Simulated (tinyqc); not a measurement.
Input admittance of a MOSFET at zero drain bias: distributed channel and distributed gate: two steps of the calculation.

Source and drain grounded, strong inversion, w = 2 pi f, Cox = eps0 eox/tox. The channel is an RC line of resistance 1/(mu Cox Vo) per square fed from both ends, so one finger has the intrinsic admittance y = i w Cox L tanh(g)/g per width, g = (1/2) sqrt(i w tau), tau = L^2/(mu Vo). The vertical resistance rv/L is in series with y, the overlaps 2 i w Cov in parallel: y_t = 1/(1/y + rv/L) + 2 i w Cov. The gate strip is a line of Rsh/L per length loaded by y_t, so a finger has Y = y_t Wf tanh(k)/k, k = (Wf/sd) sqrt(y_t Rsh/L); the device has Nf Y.

Parameters, values chosen for the exercise; values of the order met in silicon radio-frequency transistors: relative permittivity of the gate insulator (close to silicon nitride) eox = 7.68; insulator thickness tox = 3.9 nm; channel length L = 0.069 um; finger width Wf = 10 um; number of fingers Nf = 4; channel mobility mu = 390 cm^2/(V s); gate overdrive Vo = 0.36 V; sheet resistance of the gate Rsh = 3.1 ohm/square; vertical resistivity of the gate stack rv = 4 ohm um^2; number of ends at which a finger is contacted sd = 2; overlap and fringe capacitance on each side Cov = 0.26 fF/um; frequency f = 49 GHz.

Constants: eps0 = 8.8541878128e-14 F/cm where lengths are in cm. Results are converted to the units shown.

Problem 1. Low-frequency resistances and capacitance. Low-frequency limits, with c = Cox L and ct = c + 2 Cov: R_strip = Rsh Wf/(3 sd^2 L Nf), R_ch = (c/ct)^2 L/(12 mu Cox Vo Wf Nf), R_vert = (c/ct)^2 rv/(L Wf Nf), C = ct Wf Nf.

Wanted: parts; sum; C; 1/(2 pi R C).

Solution 1.

parts (ohm): strip 9.3599, channel 0.28627, vertical 0.70653
sum = 10.353 ohm
C = 68.923 fF
1/(2 pi R C) = 223.05 GHz

The strip term is the largest, 90.4 % of the sum.

Problem 2. Admittance of the channel and stack per width. tau, g, c = Cox L, y and y_t as defined.

Wanted: tau; g; c; y; y_t.

Solution 2.

tau = 0.3391 ps
g = 0.1142+0.1142i
c = 1.203 fF/um
y = 3.2+370.4i uS/um
y_t = 11.2+530.2i uS/um

w tau = 0.104, and Im y is 1.00 of w c.

tinyqc, about 0.01 s, one thread, Intel Xeon 2.30GHz (shared host): `OMP_NUM_THREADS=1 python tinyqc.py 2262110 2262111 out.jsonl`
